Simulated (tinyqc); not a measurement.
# Segment and feed resistance from two drops

Problem. A rail is fed at one end through Rq; K loads of Ij follow, each after a segment Rs. The drop at load j is K Ij Rq + Rs Ij sum_(l=1..j) (K - l + 1). Find Rs, Rq and the worst drop, at the middle, if the rail were fed through Rq at both ends: K Ij Rq/2 + Rs Ij K^2/8 with the load taken as continuous.

Parameters, values chosen for the exercise:
```
symbol,value,unit,meaning
K,20,,number of equal loads
Ij,2.9,mA,current of each load
```

drops at the first and at the last load (mV): 20.3  113.97000

Answer. The difference of the two drops is Rs Ij K (K - 1)/2, which gives Rs; the first drop then gives Rq.

Rs = 0.1700 ohm
Rq = 0.1800 ohm
drop at the middle with two feeds = 29.87 mV

tinyqc, about 0.2 s, one thread, Intel Xeon 2.30GHz (shared host): `OMP_NUM_THREADS=1 python tinyqc.py 2770112 2770113 out.jsonl`
